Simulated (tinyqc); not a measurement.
First phase against the interface composition: thermodynamics of metal silicides: hull, first phase, silicon consumed, nucleation and stability against SiO2. Computed by tinyqc, a small Python program. Command: `OMP_NUM_THREADS=1 python tinyqc.py 3020803 3020804 out.jsonl silphase walk`. One thread of a shared host (Intel(R) Xeon(R) Processor @ 2.30GHz), about 0.01 s of CPU time with the checks.

Entropies of formation of the solids are neglected, so heats stand for free energies. Si fractions: M2Si 0.3333, MSi 0.5000, MSi2 0.6667.

Inputs (values chosen for the exercise, of the order of those of nickel silicides for heats and volumes only): heat of formation of M2Si = -45.8 kJ/mol atoms; heat of formation of MSi = -42.3 kJ/mol atoms; heat of formation of MSi2 = -31 kJ/mol atoms.

Phases: M2Si, MSi, MSi2.

Method. Effective heat of formation: at the interface the mixture has the Si fraction x_e; the limiting element scales the heat, H_eff = H x_e/x if x_e < x, H (1 - x_e)/(1 - x) otherwise. The rule names the most negative as the first phase; its restriction to congruently melting phases is left out here.

H_eff (kJ/mol atoms):
```
x_e      M2Si      MSi    MSi2  first phase
0.10  -13.740   -8.460   -4.65         M2Si
0.20  -27.480  -16.920   -9.30         M2Si
0.30  -41.220  -25.380  -13.95         M2Si
0.36  -43.968  -30.456  -16.74         M2Si
0.42  -39.846  -35.532  -19.53         M2Si
0.48  -35.724  -40.608  -22.32          MSi
0.54  -31.602  -38.916  -25.11          MSi
0.60  -27.480  -33.840  -27.90          MSi
0.66  -23.358  -28.764  -30.69         MSi2
0.75  -17.175  -21.150  -23.25         MSi2
```

What does the comparison show, and why?

Each phase is a triangle with its apex at its own composition. In order of x_e the first phase is M2Si, then MSi, then MSi2. On either side of all three the ranking is that of H/x (Si-poor) or H/(1 - x) (Si-rich).
